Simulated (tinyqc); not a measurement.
Rapid thermal processing of a wafer: radiative balance, ramp and cooling, pattern effects, pyrometer error and spike budget: one step, computed by the program tinyqc. Command: `OMP_NUM_THREADS=1 python tinyqc.py 3111459 3111460 out.jsonl rtp walk`. One thread of a shared host (Intel(R) Xeon(R) Processor @ 2.30GHz), about 0.04 s of CPU time with the checks.

The wafer is opaque and uniform through its thickness unless said otherwise; temperatures in formulas are in kelvin (C + 273.15). sigma = 5.670374419e-12 W/(cm^2 K^4).

Task: Pattern effect. At steady state a sinusoidal change of absorbed power of relative amplitude a and period p gives the temperature amplitude a q/(dq/dT + k d (2 pi/p)^2); healing length l = sqrt(k d/(dq/dT)); process change = E_a dT/(k_B T^2). Emissivity is taken as unchanged.

Inputs (values chosen for the exercise, modelled on a hot silicon wafer):
```
quantity,value,unit
wafer thickness d,525,micrometre
thermal conductivity k,0.28,W/(cm K)
wall temperature T_w,700,K
process temperature,677,C
relative change of absorptivity over a pattern,1.4,%
period of the pattern,1.1,mm
activation energy of the process E_a,3.46,eV
```

dq/dT = 15.95547 mW/(cm^2 K)

holding power q = 2.743706 W/cm^2

Constants: k_B = 8.617333262e-05 eV/K.

Give: healing length l; amplitude without lateral conduction; amplitude; change of the process rate.

Result:

healing length l = 9.5985 mm

amplitude without lateral conduction = 2.4074 K

amplitude = 8.0063e-04 K

change of the process rate = 0.0035608 %

Lateral conduction cuts the amplitude to 0.033 %, since p/(2 pi l) = 0.018.
